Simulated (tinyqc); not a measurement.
Active against total: solid solubility of a dopant against its melt (retrograde solidus), clustering and the electrically active fraction. Computed by tinyqc, a small Python program. Command: `OMP_NUM_THREADS=1 python tinyqc.py 3026339 3026340 out.jsonl retro walk`. One thread of a shared host (Intel(R) Xeon(R) Processor @ 2.30GHz), about 0.01 s of CPU time with the checks.

Inputs (values chosen for the exercise, for a model dopant):
```
quantity                                      value    unit
atoms per cluster m                               2       -
cluster scale N* at 1273 K                  4.5e+20  1/cm^3
activation energy E_b of the cluster scale     0.59      eV
anneal temperature T_a                         1300       K
```

Clustering: clusters of m atoms, electrons left out.

Constants: k_B = 8.617333262e-05 eV/K.

Method. A highly soluble donor (another dopant than that of the solidus) is limited by clustering. Donors N_a are active, and clusters hold m atoms each: N_t = N_a + m C, m C = N* (N_a/N*)^m, with N*(T) = N*(1273 K) exp[-(E_b/k_B)(1/T - 1/1273)].

Active density (1/cm^3):
```
N_t (1/cm^3)  N_a at T_a  fraction  N_a at T_a + 150 K  N_a at T_a - 150 K
1.00e+19      9.8088e+18   0.98088          9.8873e+18          9.6334e+18
3.00e+19      2.8397e+19   0.94658          2.9029e+19          2.7099e+19
1.00e+20      8.5479e+19   0.85479          9.0550e+19          7.6738e+19
2.00e+20      1.5330e+20   0.76649          1.6762e+20          1.3159e+20
5.00e+20      3.0956e+20   0.61912          3.5486e+20          2.5105e+20
1.00e+21      5.0106e+20   0.50106          5.9372e+20          3.9224e+20
2.00e+21      7.8265e+20   0.39133          9.5308e+20          5.9615e+20
5.00e+21      1.3544e+21   0.27088          1.6937e+21          1.0056e+21
```

What follows from these numbers?

The exponent d ln N_a/d ln N_t falls from 0.97 to 0.60, towards 1/m = 0.500. At the highest dose a 150 K hotter anneal gives 1.25 times the active density, and a later step 150 K cooler would cut it to 0.74 if it ran to equilibrium: short hot anneals come last. For ionised donors far above n_i the electrons enter the mass action too and halve the limiting exponent.

Extremes, crossings and ranges named in words are read from the listed rows.
